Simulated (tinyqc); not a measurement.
A barrier in a uniform field, exact transmission by Airy functions: two steps of the calculation.

The left lead has its band edge at 0, the barrier edge falls as U(x) = U0 - F x with F = V/d for 0 < x < d, and the right lead has its edge at -V. No transverse momentum; C = hbar^2/(2 m0); psi and psi'/m are continuous. M carries (psi, psi'/m) across the barrier.

Inputs (values chosen for the exercise); masses and offsets close to those of InGaAs wells and InAlAs barriers; the mass of the right lead is set freely:
- mL = 0.041 m0 (mass in the left lead)
- U0 = 0.51 eV (barrier edge at x = 0)
- m1 = 0.075 m0 (mass in the barrier)
- E = 0.156 eV (electron energy)
- d = 7.5 nm (barrier width)
- V = 0.13 V (voltage across the barrier)
- mR = 0.025 m0 (mass in the right lead)

Constants: q = 1.602176634e-19 C, hbar = 1.054571817e-34 J s, m0 = 9.1093837015e-31 kg, hbar^2/(2 m0) = 0.0380998212 eV nm^2. Results are converted to the units shown.

Question 1. Scaled variables. Energy scale e = (C F^2/m1)^(1/3), z(x) = (U(x) - E)/e, s = (dz/dx)/m1 = -F/(e m1); v = k/m in a lead. vL = sqrt(mL E/C)/mL, vR = sqrt(mR (E + V)/C)/mR.

Find: F; e; z1; z2; s; vL; vR.

Answer 1.

F = 0.017333 V/nm
e = 0.053441 eV
z1 = 6.6241
z2 = 4.1915
s = -4.3246 1/nm
vL = 9.9933 1/nm
vR = 17.328 1/nm

Both z are positive: the whole barrier is forbidden.

Question 2. Transmission, exact and WKB. With M acting on (psi, psi'/m) and v = k/m in each lead, T(E) = 4 vL vR/[(vL vR M12 - M21)^2 + (vR M11 + vL M22)^2]. WKB: exp(-S), S = (4/(3 F)) sqrt(m1/C) [max(U0 - E, 0)^1.5 - max(U0 - F d - E, 0)^1.5].

M (M12 in nm, M21 in 1/nm):
```
	1	2
1	155.39252	14.177066
2	1413.3556	128.95237
```

vL = 9.9932995 1/nm
vR = 17.328124 1/nm

Wanted: T(E); S; exp(-S); ratio T(E)/exp(-S).

Answer 2.

T(E) = 4.090e-5
S = 11.29
exp(-S) = 1.250e-5
ratio T(E)/exp(-S) = 3.272

Range of the model: Masses are held fixed, although real bands cease to be parabolic a few tenths of an eV from their edges.

tinyqc, about 0.01 s, one thread, Intel Xeon 2.30GHz (shared host): `OMP_NUM_THREADS=1 python tinyqc.py 2580028 2580029 out.jsonl`
